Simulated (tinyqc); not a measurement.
Worked calculation: UHF in the 6-31g basis, for H3, spin multiplicity 2. One step of it, computed by the program tinyqc.

Question. Iteration 3: DIIS coefficients. Solve [B -1; -1 0][c; lambda] = [0; -1] for the coefficients, which sum to one.

B (overlaps of the stored error matrices), lower triangle:
```
               1              2              3
1  1.7098383e-01
2  2.4355527e-02  7.9572109e-03
3  4.7473118e-03  4.0801482e-03  2.8965637e-03
```

Give: DIIS coefficients.

Answer.

DIIS coefficients: 0.163  -1.553  2.391
